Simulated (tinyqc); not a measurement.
# Line constants from open and short measurements

Question. A uniform line of length len, under a quarter wavelength, has Z_open = Zc coth(gamma len) and Z_short = Zc tanh(gamma len); gamma Zc = r + i w l and gamma/Zc = g + i w c, w = 2 pi f. Find r, l and c.

Inputs (values chosen for the exercise):
- len = 0.48 mm (length)
- f = 0.21 GHz (frequency)

Zin with the far end open = (0.0118467-1.1521612i) x 1e4 ohm
Zin with the far end shorted = 9.7520825+0.1361036i ohm

Solution. The product of the two impedances is Zc^2 and their ratio tanh^2(gamma len); the principal branch holds below a quarter wavelength.

r = 20.32 ohm/mm
l = 0.2192 nH/mm
c = 137.0 pF/m

Numbers from tinyqc (`OMP_NUM_THREADS=1 python tinyqc.py 2810230 2810231 out.jsonl`; about 0.01 s on one thread of a shared Intel Xeon 2.30GHz).
